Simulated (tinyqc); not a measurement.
Worked calculation: one-electron ion in a basis of Gaussians. One step of it, computed by the program tinyqc.

Problem. Matrices over normalised Gaussians. With p = a_i + a_j and I(k) = Gamma((k+1)/2) / (2 p^((k+1)/2)): S = I(2l+2), T = (2l+3) a_i a_j S / p, V = -Z I(2l+1), each divided by sqrt(S_ii S_jj).

exponents of r^l exp(-a r^2) (1/bohr^2): 0.059990  0.080230  0.107300  0.143500  0.191900

Z = 1

l = 0

Give: S; T; V.

Solution.

S, lower triangle:
```
        1       2       3       4       5
1  1.0000
2  0.9843  1.0000
3  0.9394  0.9843  1.0000
4  0.8708  0.9394  0.9843  1.0000
5  0.7863  0.8708  0.9394  0.9843  1.0000
```

T (hartree), lower triangle:
```
        1       2       3       4       5
1  0.0900
2  0.1014  0.1203
3  0.1084  0.1356  0.1610
4  0.1105  0.1450  0.1813  0.2152
5  0.1078  0.1478  0.1940  0.2425  0.2878
```

V (hartree), lower triangle:
```
         1        2        3        4        5
1  -0.3908
2  -0.4159  -0.4520
3  -0.4335  -0.4810  -0.5227
4  -0.4433  -0.5014  -0.5562  -0.6045
5  -0.4453  -0.5126  -0.5798  -0.6433  -0.6990
```
